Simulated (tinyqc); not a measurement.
What moves the results: Bethe-Salpeter matrix of a two-band chain (Tamm-Dancoff form). A value that a table varies takes the place of the one given here.

One valence and one conduction band, lattice period 1, mesh k = 2 pi j/N. Pair energies D(k) = Eg + 2 t sum(1 - cos k), t = tc + tv. Screened attraction W(R) = U at R = 0 and V/|R| otherwise, R over the N cells with the nearest image; W(q) = sum_R W(R) cos(q R). H(k, k') = D(k) delta - W(k - k')/Nk + 2 J/Nk for singlets (J = 0 for triplets), Nk the number of k points. With a constant transition dipole the strength of a state is f = (sum_k A_k)^2/Nk, and the f sum to 1.

Parameters, chosen for this exercise:
```
symbol  value                           unit  meaning
Eg      3.1                             eV    quasiparticle gap
tc      0.45                            eV    conduction hopping
tv      0.66                            eV    valence hopping
U       1.23                            eV    attraction in the same cell
V       0.39                            eV    attraction at one cell distance
J       0.46                            eV    exchange in the same cell
fs      (0.1, 0.25, 0.5, 1, 1.5, 2, 3)        scale factors of U and V
```

## Convergence with the k mesh

Lowest triplet and singlet, and f of the singlet, against N.

Results:
```
N    Eg - E triplet (eV)  Eg - E singlet (eV)  f singlet
4                 0.6253               0.3230     0.2546
6                 0.5390               0.2758     0.1957
8                 0.5061               0.2461     0.1777
12                0.4907               0.2182     0.1781
20                0.4891               0.2076     0.1913
40                0.4891               0.2070     0.1933
100               0.4891               0.2070     0.1933
```

The coarsest mesh misjudges the singlet binding by +0.1160 eV against the finest: a mesh of N points along an axis repeats the pair every N cells. The triplet is within 1 meV of the last row from N = 20 on. The singlet is within 1 meV of the last row from N = 20 on. The more tightly bound triplet is the smaller object in R, so it needs no more points than the singlet.

## Strength of the attraction

Triplets, N = 100; U and V scaled together, as weaker screening would do. f is the weight at R = 0. For V = 0 the infinite chain has binding sqrt(4 t^2 + U^2) - 2t and f = U/sqrt(4 t^2 + U^2), t = tc + tv.

Results:
```
scale   U/t  binding (eV)      f  Eg - second level (eV)  contact formula (eV)
0.10   0.11        0.0151  0.086                 -0.0005                0.0034
0.25   0.28        0.0625  0.167                  0.0017                0.0212
0.50   0.55        0.1771  0.270                  0.0084                0.0836
1.0    1.11        0.4891  0.428                  0.0340                0.3180
1.5    1.66        0.8749  0.548                  0.0758                0.6666
2.0    2.22        1.3124  0.641                  0.1330                1.0936
3.0    3.32        2.2915  0.768                  0.2894                2.0863
```

The binding grows with exponent 1.55 between scales 0.1 and 0.25 and 1.37 over the last two rows (below 2 for a wide pair in a chain, where 1/|R| brings logarithms, 1 for a pair held in one cell). f rises from 0.086 to 0.768. On this mesh a second level lies below the gap from scale 0.25 on; in an infinite lattice the tail V/|R| binds a whole series at any scale. The tail V/|R| adds 0.205 eV to the contact value in the last row and 0.012 eV in the first.

## Exciton band

Triplets, solved in the electron-hole distance R on a ring of 60 cells, total momentum Q: D = Eg + 2 tc (1 - cos(k + Q/2)) + 2 tv (1 - cos(k - Q/2)), so the hopping in R has size |t(Q)| = sqrt(tc^2 + tv^2 + 2 tc tv cos Q) and the continuum starts at Eg + 2 (tc + tv) - 2 |t(Q)|.

Results:
```
Q/pi   |t(Q)| (eV)  continuum edge (eV)  exciton (eV)  binding (eV)  weight at R = 0
0.000       1.1100               3.1000        2.6109        0.4891            0.428
0.167       1.0736               3.1729        2.6765        0.4964            0.437
0.333       0.9670               3.3860        2.8661        0.5199            0.467
0.500       0.7988               3.7224        3.1577        0.5647            0.524
0.667       0.5840               4.1519        3.5089        0.6430            0.625
0.833       0.3517               4.6166        3.8393        0.7774            0.782
1.000       0.2100               4.9000        3.9918        0.9082            0.898
```

The exciton band is 1.3808 eV wide, against 1.8000 eV for the edge of the continuum: binding narrows it, since electron and hole must hop together. The binding grows from 0.489 to 0.908 eV as |t(Q)| falls. Between the first two rows the exciton rises 0.90 times as much as the edge, so it is heavier than the free pair.

## What each parameter does

N = 100: lowest singlet, its binding and f, and the singlet-triplet splitting. Each row changes one parameter from the base and keeps the others.

Results:
```
case          singlet (eV)  binding (eV)      f  splitting (eV)
base                2.8930        0.2070  0.193          0.2821
Eg = 3.3 eV         3.0930        0.2070  0.193          0.2821
tc = 0.59 eV        2.8999        0.2001  0.184          0.2635
tv = 0.4 eV         2.8777        0.2223  0.214          0.3275
U = 0.98 eV         2.9350        0.1650  0.145          0.2255
V = 0.49 eV         2.8396        0.2604  0.195          0.2757
J = 0.69 eV         2.9618        0.1382  0.111          0.3509
```

The largest shifts from the base row, up to three for each result and ties (the steps differ in size, so this ranks the rows, not the parameters). singlet (eV): Eg +0.2000, J +0.0688, V -0.0534. binding (eV): J -0.0688, V +0.0534, U -0.0420; unchanged at the printed digits by Eg. f: J -0.082, U -0.049, tv +0.021; unchanged at the printed digits by Eg. splitting (eV): J +0.0688, U -0.0566, tv +0.0455; unchanged at the printed digits by Eg. At zero total momentum only the sum tc + tv enters.

Program tinyqc; command `OMP_NUM_THREADS=1 python tinyqc.py 1251663 1251664 out.jsonl`; about 0.1 s on one thread of a shared Intel(R) Xeon(R) Processor @ 2.30GHz.
